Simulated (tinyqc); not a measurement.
Quantum point contact as a saddle point with Zeeman splitting: one step of the calculation.

Potential V0 - m wx^2 x^2/2 + m wy^2 y^2/2; energies are counted from V0. Mode n = 0, 1, ... transmits T_n(E) = 1/(1 + exp(-2 pi (E - E_n)/wx)), E_n = wy (n + 1/2) +/- Ez/2 for the two spins, Ez = gs muB B, muB = q hbar/(2 m0); each spin carries q^2/h.

Problem. Thermal average on a coarse grid. g(T) = int g(E) (-df/dE) dE = int g(mu + x kB T) dx/(4 cosh^2(x/2)), g(E) the zero-temperature value at E, g = G/(2 q^2/h). Simpson's rule on nE equally spaced x from -xm to xm.

Inputs (values chosen for the exercise):
```
symbol,value,unit,meaning
T,0.5,K,temperature
wy,5.6,meV,transverse quantum hbar wy
wx,6,meV,curvature of the barrier hbar wx
mu,1.81,meV,Fermi level above the saddle point
gs,4.2,,size of the g factor
B,4,T,in-plane magnetic field
nE,15,,points of the energy grid
xm,8,,half-range of the grid in kB T
```

Constants: q = 1.602176634e-19 C, kB = 1.380649e-23 J/K, hbar = 1.054571817e-34 J s, m0 = 9.1093837015e-31 kg, Vt = kB T/q. Results are converted to the units shown.

Give: x; E; g(E); weight; integral of the weight; g(T); g(T) divided by the integral of the weight.

Solution.

x, point 0 to 14: [-8.000, -6.857, -5.714, -4.571, -3.429, -2.286, -1.143, 0.000, 1.143, 2.286, 3.429, 4.571, 5.714, 6.857, 8.000]
E, point 0 to 14 (meV): [1.465, 1.515, 1.564, 1.613, 1.662, 1.712, 1.761, 1.810, 1.859, 1.908, 1.958, 2.007, 2.056, 2.105, 2.155]
g(E), point 0 to 14: [0.2112, 0.2196, 0.2282, 0.2370, 0.2461, 0.2553, 0.2648, 0.2745, 0.2844, 0.2946, 0.3049, 0.3154, 0.3261, 0.3369, 0.3479]
weight, point 0 to 14: [0.0003, 0.0010, 0.0033, 0.0101, 0.0304, 0.0838, 0.1833, 0.2500, 0.1833, 0.0838, 0.0304, 0.0101, 0.0033, 0.0010, 0.0003]
integral of the weight = 1.001
g(T) = 0.2752
g(T) divided by the integral of the weight = 0.2748

Range of the model: Orbital effects of the in-plane field and interactions (such as the 0.7 feature) are left out.

Numbers from tinyqc (`OMP_NUM_THREADS=1 python tinyqc.py 2740027 2740028 out.jsonl`; about 0.02 s on one thread of a shared Intel Xeon 2.30GHz).
